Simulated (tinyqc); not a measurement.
# One-sided p+-n junction, ionisation integral and breakdown: effect of the drift doping

A p+ layer at x < 0 and an n drift layer from x = 0. Depletion approximation, built-in voltage neglected. Local ionisation coefficients alpha_n = an exp(-(bn/E)^mx), alpha_p = ap exp(-(bp/E)^mx). Electrons move towards +x, holes towards x = 0.

W = sqrt(2 eps0 eps_r V/(q N)), peak field E0 = q N W/(eps0 eps_r), falling linearly to 0 at W. G(x) = integral from 0 to x of (alpha_n - alpha_p); I_n = integral of alpha_n exp(-G) (electrons injected at x = 0), I_p = integral of alpha_p exp(G(end) - G) (holes injected at the far edge); M = 1/(1 - I). Integrals on a fine grid; BV is where I_n = 1. Specific on-resistance Ron = W/(q mu N) with constant mobility and full ionisation.

Parameters, values chosen for the exercise; material values close to those of 4H silicon carbide: relative permittivity eps_r = 9.68; prefactor of the electron ionisation coefficient an = 1.85e8 1/cm; field constant for electrons bn = 3.38e7 V/cm; prefactor of the hole ionisation coefficient ap = 3.24e8 1/cm; field constant for holes bp = 2.56e7 V/cm; exponent mx = 1; electron mobility of the drift layer mu = 957 cm^2/(V s).

Constants: q = 1.602176634e-19 C, eps0 = 8.8541878128e-14 F/cm where lengths are in cm. Results are converted to the units shown.

Result of one run:
```
N (cm^-3),BV (V),E0 at BV (kV/cm),W at BV (um),Ron (mohm cm^2),BV^2/Ron (MW/cm^2),eps0 eps_r mu E0^3/4 (MW/cm^2)
5.4e16,513,3.22e3,3.19,0.0385,6.83e3,6.83e3
```

What becomes of these results when the donor density of the drift layer N is changed from 5.4e16 to 7.7e15 cm^-3, all else the same?

Result of the changed run:
```
N (cm^-3),BV (V),E0 at BV (kV/cm),W at BV (um),Ron (mohm cm^2),BV^2/Ron (MW/cm^2),eps0 eps_r mu E0^3/4 (MW/cm^2)
7.7e15,2.54e3,2.71e3,18.8,1.59,4.06e3,4.06e3
```

The whole series:
```
N (cm^-3),BV (V),E0 at BV (kV/cm),W at BV (um),Ron (mohm cm^2),BV^2/Ron (MW/cm^2),eps0 eps_r mu E0^3/4 (MW/cm^2)
1.1e15,1.31e4,2.32e3,113,67.0,2.58e3,2.58e3
2.1e15,7.58e3,2.44e3,62.1,19.3,2.98e3,2.98e3
4e15,4.40e3,2.57e3,34.3,5.59,3.46e3,3.46e3
7.7e15,2.54e3,2.71e3,18.8,1.59,4.06e3,4.06e3
1.5e16,1.46e3,2.86e3,10.2,0.444,4.81e3,4.81e3
2.8e16,875,3.03e3,5.78,0.135,5.68e3,5.68e3
5.4e16,513,3.22e3,3.19,0.0385,6.83e3,6.83e3
1e17,312,3.42e3,1.83,0.0119,8.18e3,8.18e3
```

BV falls from 13100 to 312 V while the critical field rises from 2320 to 3420 kV/cm. BV goes as N^(-0.85) between the first two rows and N^(-0.80) between the last two (a coefficient proportional to E^7 gives -0.75 without punch-through). Ron goes as BV^(2.31) over the table; the last two columns agree since BV = E0 W/2 and N = eps0 eps_r E0/(q W).

Numbers from tinyqc (`OMP_NUM_THREADS=1 python tinyqc.py 2120128 2120129 out.jsonl`; about 0.07 s on one thread of a shared Intel Xeon 2.30GHz).
